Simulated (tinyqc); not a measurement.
Spin curve: spin coating of a resist or spin-on film: centrifugal thinning, evaporation and the final thickness (Emslie and Meyerhofer models). Computed by tinyqc, a small Python program. Command: `OMP_NUM_THREADS=1 python tinyqc.py 3113494 3113495 out.jsonl spincoat walk`. One thread of a shared host (Intel(R) Xeon(R) Processor @ 2.30GHz), about 0.09 s of CPU time with the checks.

A Newtonian film stays uniform over the wafer; solvent and solids have the same density and the concentration is uniform through the thickness.

Inputs (values chosen for the exercise, of the order of those of a polymer resist in an ester solvent): solids volume fraction c0 = 0.12; kinematic viscosity of the solvent nu_s = 2.2 mm^2/s; viscosity constant k = 2400 mm^2/s; viscosity exponent gamma = 2.8; spin speed f = 1000 rpm; evaporation rate at 1000 rpm e0 = 0.099 micrometre/s; starting thickness h0 = 500 micrometre; wafer radius R = 50 mm.

Method:
- omega = 2 pi f/60; nu(c) = nu_s + k c^gamma; evaporation rate e = e0 sqrt(f/1000 rpm).
- Flow constant K = 2 omega^2/(3 nu(c0)); Reynolds number of the air omega R^2/nu_air with nu_air = 15 mm^2/s.
- Meyerhofer estimate: flow rules until (1 - c0) K h^3 = e, then evaporation alone: h_w = (e/((1 - c0) K))^(1/3), dry film c0 h_w.
- Full model for solids s and liquid l per area, h = s + l, c = s/h: ds/dt = -c Q, dl/dt = -(1 - c) Q - e, Q = 2 omega^2 h^3/(3 nu(c)); integrated adaptively (relative tolerance 1e-9) until l = 0.

dry film, estimate = 610.034 nm

Dry film against speed:
```
f (rpm)  full model (nm)  estimate (nm)  time to dry (s)
500               998.77         862.72           119.48
1000              706.24         610.03            59.74
1500              576.64         498.09            39.83
2000              499.39         431.36            29.87
3000              407.75         352.20            19.92
4000              353.12         305.02            14.94
6000              288.32         249.05             9.96
```

What does the comparison show, and why?

The full thickness goes as f^-0.500; the estimate as (e/omega^2)^(1/3) = f^(-1/2). The time to dry goes as f^-1.00. A thickness window of 1 % allows a speed error of about 2 %.
